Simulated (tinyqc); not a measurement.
Hole mobility in a silicon inversion layer, empirical terms and Matthiessen rule: one step of the calculation.

Inversion layer of sheet density Ns on a uniformly doped body. The mobility terms are empirical power laws with prefactors chosen for the exercise; adding their inverses (Matthiessen) is itself an approximation.

Question. Inversion density for the measured current. I = (W/L) q Ns mu Vd. E = q (Ndep + eta Ns)/(eps0 eps_r) in MV/cm. With t = T/(300 K): muC = Ac (Ns/1e12 cm^-2) t/(Nb/1e17 cm^-3 + Nit/1e11 cm^-2), muP = Ap E^(-1/3) t^(-1.75), muS = As E^(-gs); 1/mu is the sum of the inverses. Ns(new) = I/((W/L) q mu Vd).

Parameters, values chosen for the exercise; material values close to those of silicon:
```
symbol,value,unit,meaning
T,273,K,temperature
eps_r,11.9,,relative permittivity of the semiconductor
Nb,3.2e17,cm^-3,body doping
eta,0.3333,,weight of the inversion charge in the effective field
Ap,140,cm^2/(V s),phonon-limited mobility at 1 MV/cm and 300 K
As,514,cm^2/(V s),roughness-limited mobility at 1 MV/cm
gs,1,,exponent of the roughness term
Ac,1600,cm^2/(V s),Coulomb prefactor
Nit,7.4e11,cm^-2,charge at the interface
WL,20,,ratio W/L
Vd,0.02,V,drain voltage
I,25.8,uA,measured linear current
```

Constants: q = 1.602176634e-19 C, eps0 = 8.8541878128e-14 F/cm where lengths are in cm. Results are converted to the units shown.

Ns after iteration 1 = 3.6544423e12 cm^-2
Ndep = 2.8333490e12 cm^-2

Find: E; mu; Ns after iteration 2.

Answer.

E = 0.6161 MV/cm
mu = 119.8 cm^2/(V s)
Ns after iteration 2 = 3.359e12 cm^-2

Program tinyqc, `OMP_NUM_THREADS=1 python tinyqc.py 2510064 2510065 out.jsonl`; Intel Xeon 2.30GHz, shared host, one thread, about 0.01 s.
